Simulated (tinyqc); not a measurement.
Schottky barrier with interface states (Cowley-Sze model), image lowering and contact resistance: one step, computed by the program tinyqc.

An n-type semiconductor under a metal. The barrier lies between the Schottky-Mott limit phi_M - chi and the Bardeen limit E_g - E_n, E_n being the neutrality level of the interface states; the space-charge term of the full Cowley-Sze expression is left out.

Question. Pinning factor and barrier. S = 1/(1 + e^2 D delta/(eps_i eps_0)); for D per eV, e^2 D is the number e x D in SI units, with 1 cm^-2 = 1e4 m^-2. phi_B = S (phi_M - chi) + (1 - S)(E_g - E_n); the hole barrier is E_g - phi_B.

Inputs (values chosen for the exercise, with gap, mass and screening modelled on CdTe): gap E_g = 1.51 eV; electron affinity chi = 4.28 eV; metal work function phi_M = 5.02 eV; neutrality level E_n above the valence band = 0.852 eV; interface-state density D = 3.2e+12 cm^-2 eV^-1; dipole layer thickness delta = 0.4 nm; dipole layer constant eps_i = 4.

Pinning factor from: interface states.

Constants: e = 1.602176634e-19 C; eps_0 = 8.8541878128e-12 F/m.

Give: pinning factor S; Schottky-Mott barrier; Bardeen barrier; barrier phi_B; hole barrier.

Answer.

pinning factor S = 0.9453

Schottky-Mott barrier = 0.74 eV

Bardeen barrier = 0.658 eV

barrier phi_B = 0.7355 eV

hole barrier = 0.7745 eV

The contact is weakly pinned: the barrier follows the metal.
